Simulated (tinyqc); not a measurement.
Inside a calculation. Method: plane-wave Kohn-Sham cycle with exchange-only LDA in a layered model solid. One step of it, computed by the program tinyqc.

Problem. Iteration 2: Hamiltonian at one k. H(m,m') = (k + G_m)^2/2 delta + V(G_m - G_m'), with V(-G) = V(G).

A solid whose potential varies along x alone (atomic units):
```
parameter                      value
period a                   11.500000
cross-section of the cell  34.000000
electrons per cell                 2
grid points                       16
plane waves -n..n, n               3
k points                           1
V1 in V1 cos(2 pi x/a)     -0.220000
```

V(G_m), m = 0, 1, 2, ... (hartree): [-0.155877, -0.023308, 0.004756, 0.001264, 0.000143, -0.000023, 0.000003]

k = 0.000000 2 pi / a

Give: H.

Solution.

H (hartree), order -3, -2, -1, +0, +1, +2, +3:
```
[[1.187, -0.023, 0.005, 0.001, 0.000, 0.000, 0.000],
 [-0.023, 0.441, -0.023, 0.005, 0.001, 0.000, 0.000],
 [0.005, -0.023, -0.007, -0.023, 0.005, 0.001, 0.000],
 [0.001, 0.005, -0.023, -0.156, -0.023, 0.005, 0.001],
 [0.000, 0.001, 0.005, -0.023, -0.007, -0.023, 0.005],
 [0.000, 0.000, 0.001, 0.005, -0.023, 0.441, -0.023],
 [0.000, 0.000, 0.000, 0.001, 0.005, -0.023, 1.187]]
```
